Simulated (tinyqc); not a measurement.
Along the matched line: quaternary alloy A(x)B(1-x)C(y)D(1-y) matched to a substrate.

Q(x,y) = x y Q_AC + x (1 - y) Q_AD + (1 - x) y Q_BC + (1 - x)(1 - y) Q_BD for the lattice constant. Gap, rule 1: Q(x,y) - x (1 - x)[y C_ABC + (1 - y) C_ABD] - y (1 - y)[x C_ACD + (1 - x) C_BCD]. Rule 2 (mean of ternaries): {x (1 - x)[y T_ABC(x) + (1 - y) T_ABD(x)] + y (1 - y)[x T_ACD(y) + (1 - x) T_BCD(y)]}/{x (1 - x) + y (1 - y)}, T_ABC(x) = x E_AC + (1 - x) E_BC - C_ABC x (1 - x), T_ACD(y) = y E_AC + (1 - y) E_AD - C_ACD y (1 - y), and alike. Only the Gamma valley is followed.

Matching a(x,y) = a_s gives x = (a_s - y a_BC - (1 - y) a_BD)/(y (a_AC - a_BC) + (1 - y)(a_AD - a_BD)).
Constants: hc = 1239.841984 eV nm.

Parameters, chosen for this exercise (AC, AD, BC, BD near GaAs, GaSb, InAs and InSb; substrate near InP; shifted at random, so the results belong to these values and not to a real crystal):
- a = (5.66, 6.104, 6.064, 6.482) angstrom (lattice constants of AC, AD, BC, BD)
- Eg = (1.521, 0.82, 0.415, 0.236) eV (gaps at Gamma of AC, AD, BC, BD)
- Cb = (0.498, 0.435, 1.571, 0.661) eV (bowing of ABC, ABD, ACD, BCD)
- a_s = 5.864 angstrom (substrate)

x follows from y.

Results:
```
y          x  bilinear (eV)  rule 1 (eV)  rule 2 (eV)  wavelength 1 (nm)  wavelength 2 (nm)
0.55  0.9893         1.1962       0.8048       0.8255               1540               1502
0.60  0.9329         1.1804       0.7884       0.8869               1573               1398
0.66  0.8658         1.1580       0.7775       0.9249               1595               1340
0.72  0.7992         1.1319       0.7750       0.9419               1600               1316
0.77  0.7440         1.1074       0.7783       0.9455               1593               1311
0.82  0.6893         1.0804       0.7860       0.9411               1577               1317
0.88  0.6240         1.0446       0.7998       0.9250               1550               1340
0.94  0.5593         1.0053       0.8175       0.8939               1517               1387
0.99  0.5057         0.9699       0.8345       0.8499               1486               1459
```

How do the results move, and what explains it?

The matched alloys span 0.775 to 0.834 eV by rule 1, with the lowest value inside the range, at y = 0.72. Along the line dx/dy is -1.127 between the first two rows and -1.071 between the last two. In energy the two rules differ most at y = 0.77, by 167 meV (282 nm there), which measures how far the ternary data leave the interior open. Miscibility gaps are not considered.

Run: tinyqc, `OMP_NUM_THREADS=1 python tinyqc.py 1051353 1051354 out.jsonl`; Intel(R) Xeon(R) Processor @ 2.30GHz, one thread, shared host; about 0.01 s of CPU time with all checks.
